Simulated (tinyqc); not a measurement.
Inside a calculation. Model: permeation of metal atoms or ions through a thin barrier or dielectric: time lag, field-aided drift and lifetime. Computed by tinyqc, a small Python program that keeps every step. Command: `OMP_NUM_THREADS=1 python tinyqc.py 3024039 3024040 out.jsonl barrier walk`. One thread of a shared host (Intel(R) Xeon(R) Processor @ 2.30GHz), about 0.01 s of CPU time with the checks. Intermediate numbers are printed to about 5 digits and carried at full precision; extremes and crossings named in words are read from the listed rows.

The film 0 < x < d is empty at first; C = C0 at x = 0 and C = 0 at x = d. dC/dt = D d2C/dx2 - v dC/dx with drift v = D z e V/(k_B T d) (uniform field, no space charge).

Inputs (values chosen for the exercise, for a model case: singly charged ions through a dielectric):
```
quantity,value,unit
thickness d,12,nm
prefactor D0,1.1e-05,cm^2/s
activation energy E,0.877,eV
concentration at the source side C0,1.9e+15,1/cm^3
charge number z,1,-
voltage V (positive drives ions across),-0.062,V
critical dose Q_c,1e+09,1/cm^2
test temperature T,125,C
use temperature T_u,85,C
"time in units of d^2/D, s",1.2,-
```

Constants: k_B = 8.617333262e-05 eV/K.

## Scales

D = D0 exp(-E/(k_B T)); time scale d^2/D; Peclet number P = z V/(k_B T), k_B T in eV; 1 nm = 1e-7 cm. Temperatures in kelvin are T(C) + 273.15.

diffusivity D = 8.7164e-17 cm^2/s

time scale d^2/D = 16521 s

Peclet number P = -1.8071

## Steady flux and time lag

Steady flux J = (D C0/d) P/(1 - exp(-P)); time lag in units of d^2/D: s_L = [P (1 + exp(-P))/(1 - exp(-P)) - 2]/P^2 (P = 0: J = D C0/d, s_L = 1/6).

flux relative to D C0/d = 0.35485

steady flux J = 48972 1/(cm^2 s)

time lag s_L = 0.15825

time lag = 2614.4 s

The field opposes the ions and cuts the flux; the lag is the same as for the opposite sign.

## Dose at time s

Dose through the film Q(s) = C0 d {f (s - s_L) - 2 exp(P/2) sum_(n=1..200) (-1)^n n^2 pi^2 exp(-l_n s)/l_n^2}, l_n = n^2 pi^2 + P^2/4, f = P/(1 - exp(-P)) the relative flux.

Q/(C0 d) = 0.36966

dose Q = 8.4283e+08 1/cm^2

time = 19825 s

## Time to the critical dose

Solve Q = Q_c for s. At the use temperature D and P take T_u, with the same C0 and V; 1 year = 3.15576e7 s.

s at the critical dose = 1.3943

failure time at T = 23034 s

failure time at T_u = 0.014238 years

Failure comes long after the lag, in steady flow: t is near Q_c/J. Caution: grain boundaries, pinholes, trapping and space charge are left out; thin real barriers usually fail at defects.

## Approach to the steady line

Short-time form for P = 0: Q/(C0 d) = 4 sqrt(s) ierfc(1/(2 sqrt(s))), ierfc(y) = exp(-y^2)/sqrt(pi) - y erfc(y).

Q/(C0 d):
```
s,series,steady line f (s - s_L),series without field,"short-time form, no field"
0.03,1.9224e-06,-0.04551,4.8419e-06,4.8419e-06
0.05,1.0584e-04,-0.03841,2.6934e-04,2.6934e-04
0.08,1.2440e-03,-0.02777,3.2066e-03,3.2066e-03
0.12,5.6983e-03,-0.01357,1.4887e-02,1.4887e-02
0.20,2.3072e-02,0.01482,6.1464e-02,6.1463e-02
0.30,5.3138e-02,0.05030,1.4382e-01,1.4379e-01
0.50,1.2160e-01,0.12127,3.3479e-01,3.3326e-01
0.80,2.2774e-01,0.22772,6.3341e-01,6.1838e-01
1.20,3.6966e-01,0.36966,1.0333e+00,9.7002e-01
```

The dose lies above the steady line at all times and, among these rows, is within 1 % of it from s = 0.5 on (the lag is s_L = 0.158); for a known P the intercept of that line gives D and its slope D C0. The field changes the dose by a factor 0.397 in the first row and 0.358 in the last; at short times the factor tends to exp(P/2) = 0.405.

Checks made by the program: series against a 300-cell finite-difference solution (relative difference 5e-06).
